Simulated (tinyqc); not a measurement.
MOSFET in the linear regime without short-channel effects, parameter extraction from computed curves: one step of the calculation.

Inversion charge Q = Cox n Vt W0(exp((Vg - VT)/(n Vt))), W0 the Lambert function and n = nf; u = Q/Cox; mobility mu = mu0/(1 + th1 u + th2 u^2); channel resistance Rch = (L - dL)/(W mu Q); Id = Vd/(Rch + Rsd/W). Cox = eps0 eox/tox. Small Vd, no channel-length or drain effects.

Problem. Threshold and mobility at the peak transconductance. gm_i = (Id_(i+1) - Id_(i-1))/(Vg_(i+1) - Vg_(i-1)); at the point j of largest gm the tangent meets the axis at V_ext = Vg_j - Id_j/gm_j; field-effect mobility gm_j L/(W Cox Vd) with the drawn L.

Values chosen for this exercise; channel values of the order met in silicon transistors: relative permittivity of the gate insulator (close to silicon dioxide) eox = 3.9; insulator thickness tox = 1.5 nm; low-field mobility mu0 = 320 cm^2/(V s); threshold voltage VT = 0.35 V; gate width W = 10 um; drawn gate length L = 0.067 um; drawn less effective length dL = 0.016 um; drain voltage Vd = 0.01 V.

Constants: eps0 = 8.8541878128e-14 F/cm where lengths are in cm. Results are converted to the units shown.

Vg, point 0 to 9 (V): [0.05, 0.2, 0.35, 0.5, 0.65, 0.8, 0.95, 1.1, 1.25, 1.4]
Id, point 0 to 9 (uA): [0.0025858496, 0.33575740, 21.892851, 81.594807, 112.14841, 127.34551, 136.12584, 141.77884, 145.70206, 148.57600]

Find: gm; j; V_ext; field-effect mobility.

Solution.

gm, point 1 to 8 (uS): [72.97, 270.9, 300.9, 152.5, 79.92, 48.11, 31.92, 22.66]
j = 3
V_ext = 0.2288 V
field-effect mobility = 87.56 cm^2/(V s)

V_ext is 120 mV below the model VT, and the mobility so found is 79 % below mu0 L/(L - dL) = 420 cm^2/(V s), the value for the drawn L; attenuation, series resistance and the slow approach of Q to a straight line all lower the peak gm.

Program tinyqc, `OMP_NUM_THREADS=1 python tinyqc.py 2210076 2210077 out.jsonl`; Intel Xeon 2.30GHz, shared host, one thread, about 0.01 s.
